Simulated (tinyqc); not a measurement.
Van der Pauw, Hall and four-point-probe measurements on a doped layer: one step of the calculation.

A uniform n-type layer with sheet resistance Rs = 1/(q ns mu), point contacts, low field (mu B small).

Problem. New z. The van der Pauw equation exp(-pi RA z) + exp(-pi RB z) = 1 is solved for z = 1/Rs: e1 = exp(-pi RA z), e2 = exp(-pi RB z), f = e1 + e2 - 1, f' = -pi (RA e1 + RB e2), z(new) = z - f/f'.

z at the start = 0.027911649 mS
RA = 274.99032 ohm
RB = 15534.581 ohm

Wanted: e1; e2; f; f'; z after iteration 1.

Solution.

e1 = 0.97618
e2 = 0.25610
f = 0.23228
f' = -13.342 kohm
z after iteration 1 = 0.045321 mS

Computed by the program tinyqc: `OMP_NUM_THREADS=1 python tinyqc.py 2850211 2850212 out.jsonl`, one thread of a shared Intel Xeon 2.30GHz, about 0.01 s for the whole run.
